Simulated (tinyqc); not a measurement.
Inside a calculation. Method: CISD on RHF in the sto-6g basis, for H2, spin multiplicity 1. One step of it, computed by the program tinyqc.

Question. Iteration 3 (converged): orbitals. Diagonalise F' = X^T F X, C = X C', fill 1 alpha and 1 beta electrons from the bottom; D = 2 C_occ C_occ^T. Each column has its largest component positive (the first on a tie).

converged F (hartree):
```
,1H 1s,2H 1s
1H 1s,-0.430425,-0.645927
2H 1s,-0.645927,-0.430425
```

X:
```
,1H 1s,2H 1s
1H 1s,1.330359,-0.568451
2H 1s,-0.568451,1.330359
```

Give: F' = X^T F X; orbital energies; coefficients C; D after iteration 3.

Answer.

F' = X^T F X (hartree):
```
,1,2
1,0.076,-0.701
2,-0.701,0.076
```

orbital energies (hartree): MO1 -0.625, MO2 0.777

coefficients C:
```
,MO1,MO2
1H 1s,0.539,1.343
2H 1s,0.539,-1.343
```

D after iteration 3:
```
,1H 1s,2H 1s
1H 1s,0.581,0.581
2H 1s,0.581,0.581
```
